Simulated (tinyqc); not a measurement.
Short-channel transistor, virtual-source model with series resistance: one step of the calculation.

The current per gate width is the charge at the top of the source barrier (the virtual source) times its velocity times a saturation function; al and be are fitting constants of the model. Units: I in uA/um, Rs in ohm um, so I Rs = 1e-6 I Rs in volts; Q in uC/cm^2, so I = 1e-4 Q vx0 Fsat with vx0 in cm/s.

Question. Current through the series resistance. Intrinsic voltages Vg' = Vgs - I Rs, Vd' = Vds - 2 I Rs. n = n0 + nd Vd', VT = VT0 - dl Vd', Ff = 1/(1 + exp((Vg' - VT + al Vt/2)/(al Vt))), Q = Cinv n Vt ln(1 + exp((Vg' - VT + al Vt Ff)/(n Vt))), Vdsat = (vx0 L/mu)(1 - Ff) + Vt Ff, Fsat = u/(1 + u^be)^(1/be) with u = Vd'/Vdsat, and I(out) = Q vx0 Fsat per width. (Fsat takes the sign of u.) Newton step: I(new) = I + (I(out) - I)/(1 - s), s = dI(out)/dI by a central difference with +/- 0.001 uA/um.

Parameters, values chosen for the exercise: temperature T = 300 K; inversion capacitance Cinv = 2.86 uF/cm^2; velocity at the virtual source vx0 = 1.17e7 cm/s; apparent mobility mu = 540 cm^2/(V s); channel length L = 45 nm; threshold at zero drain voltage VT0 = 0.39 V; drain-induced barrier lowering dl = 0.126 V/V; subthreshold factor n0 = 1.3; growth of n with drain voltage nd = 0 1/V; threshold shift (in units of Vt) from weak to strong inversion al = 3.5; sharpness of saturation be = 1.6; series resistance of each contact Rs = 30 ohm um; gate voltage Vgs = 0.75 V; drain voltage Vds = 0.75 V.

Constants: q = 1.602176634e-19 C, kB = 1.380649e-23 J/K, Vt = kB T/q. Results are converted to the units shown.

I at the start = 0 uA/um

Give: Vg'; Vd'; VT; Ff; Q; Vdsat; Fsat; I(out); s; I after iteration 1.

Answer.

Vg' = 0.7500 V
Vd' = 0.7500 V
VT = 0.2955 V
Ff = 0.003978
Q = 1.301 uC/cm^2
Vdsat = 0.09722 V
Fsat = 0.9769
I(out) = 1487 uA/um
s = -0.1266
I after iteration 1 = 1320 uA/um

tinyqc, about 0.01 s, one thread, Intel Xeon 2.30GHz (shared host): `OMP_NUM_THREADS=1 python tinyqc.py 2380082 2380083 out.jsonl`
